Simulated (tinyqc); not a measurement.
# Vacuum evaporation: vapour pressure, source flux, thickness distribution, purity and step coverage, step by step

A worked calculation. Computed by tinyqc, a small Python program that keeps every step. Command: `OMP_NUM_THREADS=1 python tinyqc.py 3113780 3113781 out.jsonl evap walk`. One thread of a shared host (Intel(R) Xeon(R) Processor @ 2.30GHz), about 0.01 s of CPU time with the checks. Intermediate numbers are printed to about 5 digits and carried at full precision; extremes and crossings named in words are read from the listed rows.

Molecular flow, unit sticking of the metal, no re-evaporation. The background gas is taken as water vapour (18.015 g/mol, collision diameter 0.37 nm) at 300 K.

Inputs (values chosen for the exercise, modelled on silver, with constants for the liquid): molar mass M = 107.87 g/mol; film density rho = 10.5 g/cm^3; vapour-pressure constant A = 10.77; vapour-pressure constant B = 13790 K; source temperature T = 1380 K; source area = 0.25 cm^2; directionality n = 2; source-to-wafer distance h = 18 cm; wafer radius R = 15 cm; source offset from the axis s/h = 0.47; background pressure p = 2e-05 Pa; sticking of background gas = 0.1; aspect ratio of a trench = 4.2.

Constants: u = 1.6605390666e-27 kg; k_B = 1.380649e-23 J/K; R = 8.314462618 J/(mol K).

## Vapour pressure and flux

log10(p_v/Pa) = A - B/T; flux from the surface Phi = p_v/sqrt(2 pi m k_B T), m = M u. Mass loss = Phi x area x m; heat of evaporation = ln(10) R B; d ln Phi/dT = ln(10) B/T^2 - 1/(2 T).

vapour pressure p_v = 5.9875 Pa

flux Phi = 4.0888e+18 1/(cm^2 s)

mass loss = 0.65916 g/h

heat of evaporation = 264.01 kJ/mol

change of flux per kelvin = 1.6311 %/K

Holding the rate to 1 % needs the temperature to about 0.61 K.

## Rate and uniformity on a fixed wafer above the source

A small source emits (n + 1) Phi area cos^n(phi)/(2 pi) per solid angle; on a parallel plane at height h and lateral distance l the arrival rate is (n + 1) Phi area/(2 pi h^2) x (1 + (l/h)^2)^(-(n + 3)/2). Growth rate = arrival rate x m/rho, m = M u. The wafer is fixed and centred above the source.

arrival rate at the centre = 1.5064e+15 1/(cm^2 s)

growth rate at the centre = 0.25698 nm/s

edge over centre = 0.26757

non-uniformity (max - min)/(max + min) = 57.783 %

share of the material that lands on the wafer, 1 - (1 + (R/h)^2)^(-(n + 1)/2) = 54.662 %

## Offset source and rotation

Rotating wafer, source offset by s and facing upwards: thickness at radius r is the mean over the angle a of (1 + (r^2 + s^2 - 2 r s cos a)/h^2)^(-(n + 3)/2), by 360 equal steps; non-uniformity (max - min)/(max + min) over 21 radii from 0 to R.

centre thickness relative to an axial source = 0.60716

edge over centre, rotating = 0.48260

non-uniformity, rotating = 34.898 %

## Choosing the offset

The curvature at the centre vanishes at s/h = sqrt(2/(n + 3)).

Against the offset:
```
s/h  centre thickness  edge over centre  non-uniformity (%)
0.0            1.0000            0.2676              57.783
0.2            0.9066            0.3023              53.580
0.4            0.6900            0.4181              41.034
0.5            0.5724            0.5145              32.056
0.6            0.4636            0.6398              21.963
0.7            0.3690            0.7929              12.220
0.8            0.2903            0.9679               5.353
0.9            0.2269            1.1537               8.478
1.1            0.1377            1.5020              20.065
```

The best row, s/h = 0.8, has 5.4 % against 58 % on the axis, at the price of a rate lower by a factor 3.44; the small-wafer optimum is sqrt(2/(n + 3)) = 0.63.

## Scattering and purity

Mean free path lambda = k_B T_g/(sqrt2 pi d^2 p); unscattered share exp(-h/lambda); gas arrival p/sqrt(2 pi m_g k_B T_g); impurity ratio = sticking x gas arrival/metal arrival; monolayer time = 1e15 cm^-2/(sticking x gas arrival).

mean free path = 340.49 m

unscattered share = 0.99947

gas arrival rate = 7.1680e+13 1/(cm^2 s)

impurity ratio = 0.0047584

monolayer time = 139.51 s

## A trench at the wafer edge

Fixed wafer, axial point source, trench running tangentially at r = R: the beam arrives at tan(a) = R/h. Shadowed share of the floor = aspect ratio x tan(a) (at most 1); the wall facing the source grows at tan(a) times the field rate, the other wall not at all.

angle a = 39.806 degrees

shadowed share of the floor = 1

wall over field thickness = 0.83333

Checks made by the program: share on the wafer by quadrature (relative difference 3e-08).
